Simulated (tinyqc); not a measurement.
Conduction-band offset of an n-N heterojunction from carrier-profile moments: one step of the calculation.

Layer 1 (x < 0) accumulates electrons and layer 2 (x > 0) is depleted. Boltzmann statistics. The bands bend down by V1 in layer 1 and up by V2 in layer 2, with V1 + V2 = VD = dE + Vt ln[(N2/Nc2)/(N1/Nc1)].

Task. Division of the diffusion potential. Sheet densities from the first integral: Q1 = sqrt((2 eps0 eps_r Vt N1/q)(exp(u1) - u1 - 1)) extra electrons, Q2 = sqrt((2 eps0 eps_r Vt N2/q)(exp(-u2) + u2 - 1)) missing ones, u = V/Vt; neutrality Q1 = Q2 + si. Q1 - Q2 rises steadily with V1, so V1 follows by bisection.

Inputs (values chosen for the exercise); values of the order of III-V alloys: temperature T = 300 K; relative permittivity of both layers eps_r = 13.1; density of states of the narrow-gap layer 1 Nc1 = 4.4e17 cm^-3; density of states of the wide-gap layer 2 Nc2 = 9.4e17 cm^-3; conduction-band offset dE = 0.23 eV; donor density in layer 1 N1 = 2.6e15 cm^-3; donor density in layer 2 N2 = 2.5e16 cm^-3; fixed charge at the interface si = 0 cm^-2.

Constants: q = 1.602176634e-19 C, kB = 1.380649e-23 J/K, Vt = kB T/q, eps0 = 8.8541878128e-14 F/cm where lengths are in cm. Results are converted to the units shown.

Give: VD; V1; V2; Q1; n at x = 0-; n at x = 0+.

Result.

VD = 0.2689 V
V1 = 0.1044 V
V2 = 0.1645 V
Q1 = 2.241e11 cm^-2
n at x = 0- = 1.472e17 cm^-3
n at x = 0+ = 4.304e13 cm^-3

n drops across the interface by 3420 = (Nc1/Nc2) exp(dE/Vt).

Program tinyqc, `OMP_NUM_THREADS=1 python tinyqc.py 2410139 2410140 out.jsonl`; Intel Xeon 2.30GHz, shared host, one thread, about 0.1 s.
